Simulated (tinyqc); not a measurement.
# Nanowire ballistic transistor, top-of-the-barrier model, step by step

tinyqc, about 0.03 s, one thread, Intel Xeon 2.30GHz (shared host): `OMP_NUM_THREADS=1 python tinyqc.py 2400070 2400071 out.jsonl` Printed values are rounded.

At the top of the source barrier, states moving towards the drain are filled by the source (Fermi level 0) and states moving back by the drain (Fermi level -q Vd); nothing scatters. U is the shift of the band edge there, set by the capacitances CG, CD and CS (the total) and by the charge. Parabolic one-dimensional subband; the source is grounded.

Parameters, values chosen for the exercise; mass and valleys close to those of indium arsenide: temperature T = 200 K; effective mass m = 0.0299 m0; valley degeneracy gv = 1; relative permittivity of the gate insulator eox = 9; insulator thickness tox = 3.3 nm; wire diameter d = 4 nm; gate control CG/CS aG = 0.78; drain control CD/CS aD = 0.11; band edge at the barrier top above the source Fermi level at zero bias E0 = 0.16 eV; gate voltage Vg = 0.7 V; drain voltage Vd = 0.05 V.

Constants: q = 1.602176634e-19 C, kB = 1.380649e-23 J/K, hbar = 1.054571817e-34 J s, h = 6.62607015e-34 J s, m0 = 9.1093837015e-31 kg, Vt = kB T/q, eps0 = 8.8541878128e-14 F/cm where lengths are in cm. Results are converted to the units shown.

Range of the model: The source Fermi level lies 0.32 eV above the band edge, where a light band is no longer parabolic.

## Density of states, capacitances and charge at zero bias

N0 = gv sqrt(2 m kB T/pi)/hbar, CG = 2 pi eps0 eox/ln(1 + 2 tox/d), CS = CG/aG, n0 = n at U = 0 and Vd = 0. eta1 = -(E0 + U)/Vt, eta2 = eta1 - Vd/Vt, n = (N0/2)[F_(-1/2)(eta1) + F_(-1/2)(eta2)], F_(-1/2)(x) = (1/sqrt(pi)) int_0^infinity u^(-1/2)/(1 + exp(u - x)) du. UL = -(aG Vg + aD Vd).

N0 = 6.561462e5 cm^-1
CG = 5.137628 pF/cm
CS = 6.586703 pF/cm
n0 = 60.97468 cm^-1
UL = -0.5515 eV

## Iteration 1: self-consistent potential at the barrier top

U at the start (U = UL) = -0.5515 eV

eta1 = -(E0 + U)/Vt, eta2 = eta1 - Vd/Vt, n = (N0/2)[F_(-1/2)(eta1) + F_(-1/2)(eta2)], F_(-1/2)(x) = (1/sqrt(pi)) int_0^infinity u^(-1/2)/(1 + exp(u - x)) du. U(out) = UL + q (n - n0)/CS. U(new) = U(out).

eta1 = 22.71584
eta2 = 19.81471
n = 3.409065e6 cm^-1
U(out) = -0.4685780 eV
U after iteration 1 = -0.4685780 eV

## Iteration 2: self-consistent potential at the barrier top

As before.

eta1 = 17.90449
eta2 = 15.00336
n = 2.995606e6 cm^-1
U(out) = -0.4786351 eV
U after iteration 2 = -0.4786351 eV

## Course of the iteration: self-consistent potential at the barrier top

Stop when U changes by less than 1e-9 eV, or after 90 iterations.

Course of the iteration:
```
iteration      U (eV)  |change| (eV)
1          -0.4685780         0.0829
2          -0.4786351         0.0101
3          -0.4773413        1.29e-3
4          -0.4775064        1.65e-4
5          -0.4774853        2.11e-5
6          -0.4774880        2.70e-6
7          -0.4774877        3.44e-7
8          -0.4774877        4.40e-8
9          -0.4774877        5.62e-9
10         -0.4774877       7.18e-10
```

Converged in 10 iterations. At the end each change is about 0.13 times the one before, with alternating sign: linear convergence.

## Current, mean velocity and share of the gate voltage

converged U = -0.4774877 eV

N0 = gv sqrt(2 m kB T/pi)/hbar, CG = 2 pi eps0 eox/ln(1 + 2 tox/d), CS = CG/aG, n0 = n at U = 0 and Vd = 0. eta1 = -(E0 + U)/Vt, eta2 = eta1 - Vd/Vt, n = (N0/2)[F_(-1/2)(eta1) + F_(-1/2)(eta2)], F_(-1/2)(x) = (1/sqrt(pi)) int_0^infinity u^(-1/2)/(1 + exp(u - x)) du. I = gv (2 q^2/h) Vt [ln(1 + exp eta1) - ln(1 + exp eta2)]. Mean velocity I/(q n). CQ = (q/Vt) dn/d(eta1); the band edge follows the gate as -dU/dVg = aG/(1 + CQ/CS).

eta1 = 18.42146
n = 3.042777e6 cm^-1
I = 3.874046 uA
mean velocity = 7.946653e6 cm/s
CQ = 0.8415232 pF/cm
-dU/dVg = 0.6916360 eV/V

The carriers from the source are degenerate (eta1 = 18.4), and the mean velocity is 0.313 times vT = sqrt(2 kB T/(pi m)) = 2.54e7 cm/s. The drain fills a good part of the returning states, which lowers the mean.
